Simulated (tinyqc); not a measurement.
Schottky emission and Poole-Frenkel conduction in an insulator, and how to tell them apart: two steps of the calculation.

Schottky emission (electrode-limited): J = As T^2 exp[-(pb - b sqrt(F))/Vt], b = sqrt(q/(4 pi eps0 ei)). Poole-Frenkel emission (bulk-limited): J = s0 F exp[-(pt - 2 b sqrt(F))/Vt]. F in V/cm.

Parameters, values chosen for the exercise; dielectric values close to those of aluminium oxide:
- T = 400 K (temperature)
- ei = 3 (high-frequency relative permittivity)
- es = 8.72 (static relative permittivity)
- pt = 1.09 eV (trap depth)
- s0 = 0.11 S/cm (Poole-Frenkel prefactor)
- pb = 0.94 eV (electrode barrier)
- As = 16 A/(cm^2 K^2) (Richardson constant)
- F = 1.6 MV/cm (field)

Constants: q = 1.602176634e-19 C, kB = 1.380649e-23 J/K, Vt = kB T/q, eps0 = 8.8541878128e-14 F/cm where lengths are in cm. Results are converted to the units shown.

Task 1. Both currents at one field. Lowerings b sqrt(F) and 2 b sqrt(F); the image-force maximum lies at sqrt(q/(16 pi eps0 ei F)) from the electrode.

Wanted: Schottky lowering; position of the barrier top; Poole-Frenkel lowering; J, Schottky; J, Poole-Frenkel.

Result 1.

Schottky lowering = 277.12 meV
position of the barrier top = 0.86601 nm
Poole-Frenkel lowering = 554.25 meV
J, Schottky = 0.011386 A/cm^2
J, Poole-Frenkel = 0.031286 A/cm^2

Injection and bulk transport act in series, so the smaller capacity limits the current: here the electrode, by a factor of 2.75.

Task 2. Which mechanism made these data. The data come from another sample of the same dielectric, in which one mechanism alone limits the current. Fit straight lines by least squares: ln J on sqrt(F) (Schottky plot, slope b/Vt) and ln(J/F) on sqrt(F) (Poole-Frenkel plot, slope 2 b/Vt), F in V/cm, and read a permittivity from each slope. The right mechanism gives a value near ei, and in any case between ei and es.

```
point  F (MV/cm)  J (A/cm^2)
0           0.87    0.001322
1           1.52      0.1048
2           2.18       3.327
3           2.83       59.07
4           3.48       745.8
```

Give: slope of the Schottky plot; permittivity read as Schottky; slope of the Poole-Frenkel plot; permittivity read as Poole-Frenkel.

Result 2.

slope of the Schottky plot = 0.01419 (cm/V)^0.5
permittivity read as Schottky = 0.6016
slope of the Poole-Frenkel plot = 0.01271 (cm/V)^0.5
permittivity read as Poole-Frenkel = 3.000

Both plots are nearly straight, so straightness decides nothing. Read as Poole-Frenkel the data give 3.00, which matches ei = 3; read as Schottky they give 0.602, below 1 and impossible. The data are Poole-Frenkel.

Program tinyqc, `OMP_NUM_THREADS=1 python tinyqc.py 2370055 2370056 out.jsonl`; Intel Xeon 2.30GHz, shared host, one thread, about 0.01 s.
